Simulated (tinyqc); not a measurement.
Growth of the error with array size.

Square N x N arrays wired as follows: each row is driven at its left end through one segment rw, neighbouring nodes are joined by rw, each column ends in one more rw and a virtual ground. All cells have G = 93.0 uS and all rows V = 0.15 V, so the ideal current is N V G. The nodal equations are solved exactly.

Values chosen for this exercise: wire resistance between neighbouring cells rw = 5 ohm.

Growth of the error with array size:

| N | ideal (uA) | first column (uA) | last column (uA) | error of the last column (%) | 100 N^2 rw G |
|---|---|---|---|---|---|
| 2 | 27.90 | 27.84 | 27.83 | -0.2551 | 0.1860 |
| 4 | 55.80 | 55.50 | 55.35 | -0.8074 | 0.7440 |
| 6 | 83.70 | 82.89 | 82.31 | -1.655 | 1.674 |
| 8 | 111.6 | 109.9 | 108.5 | -2.783 | 2.976 |
| 12 | 167.4 | 162.4 | 157.7 | -5.800 | 6.696 |
| 16 | 223.2 | 212.5 | 201.6 | -9.671 | 11.90 |
| 20 | 279.0 | 259.6 | 239.4 | -14.18 | 18.60 |

What does the comparison show?

The error of the last column goes from -0.255 % at N = 2 to -14.2 % at N = 20, as N^(1.79) between N = 4 and 8 and N^(1.71) between the last two rows. The scale N^2 rw G (N segments carrying the current of up to N cells) is 1.07 times the error at N = 8. The last column carries 0.922 of the current of the first at N = 20.

Program tinyqc, `OMP_NUM_THREADS=1 python tinyqc.py 2880001 2880002 out.jsonl`; Intel Xeon 2.30GHz, shared host, one thread, about 0.02 s.
